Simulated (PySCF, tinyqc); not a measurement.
CISD on RHF in the sto-6g basis, for H4, spin multiplicity 1, step by step. The lowest restricted solution is unstable here: a spin-polarised one lies 0.0218 hartree lower (PySCF). One step of it, computed by the program tinyqc.

Question. Orthogonalisation. S = U s U^T; canonical form X = U s^(-1/2), so that X^T S X = 1. Each column of U has its largest component positive (the first on a tie).

overlap S, lower triangle:
```
,1H 1s,2H 1s,3H 1s,4H 1s
1H 1s,1.000000
2H 1s,0.596960,1.000000
3H 1s,0.515127,0.348424,1.000000
4H 1s,0.348424,0.515127,0.596960,1.000000
```

Give: eigenvalues of S; X.

Answer.

eigenvalues of S: 0.2363  0.5697  0.7334  2.4605

X:
```
,1,2,3,4
1H 1s,1.0285,0.6624,0.5838,0.3188
2H 1s,-1.0285,-0.6624,0.5838,0.3188
3H 1s,-1.0285,0.6624,-0.5838,0.3188
4H 1s,1.0285,-0.6624,-0.5838,0.3188
```
